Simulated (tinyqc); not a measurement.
Size effects in the resistivity of thin metal films and interconnect lines: one step, computed by the program tinyqc. Command: `OMP_NUM_THREADS=1 python tinyqc.py 3005497 3005498 out.jsonl size walk`. One thread of a shared host (Intel(R) Xeon(R) Processor @ 2.30GHz), about 0.01 s of CPU time with the checks.

Electrons lose their drift at surfaces (a share 1 - p of the hits) and at grain boundaries (reflection R), besides bulk scattering. The line sits in a trench with a non-conducting liner on both walls and the bottom; the spacing equals the drawn width.

Problem. Metal cross-section. Metal width w_m = w - 2t, height h_m = (aspect ratio) w - t, grain size D = (ratio) w_m.

Inputs (values chosen for the exercise, modelled on ruthenium):
```
quantity                          value  unit
drawn line width w                   20    nm
grain size over metal width         1.3     -
aspect ratio (height over width)    1.7     -
liner thickness t                   0.6    nm
```

Geometry: line.

Give: metal width w_m; metal height h_m; grain size D; share of the trench filled by metal.

Solution.

metal width w_m = 18.8 nm

metal height h_m = 33.4 nm

grain size D = 24.44 nm

share of the trench filled by metal = 92.341 %
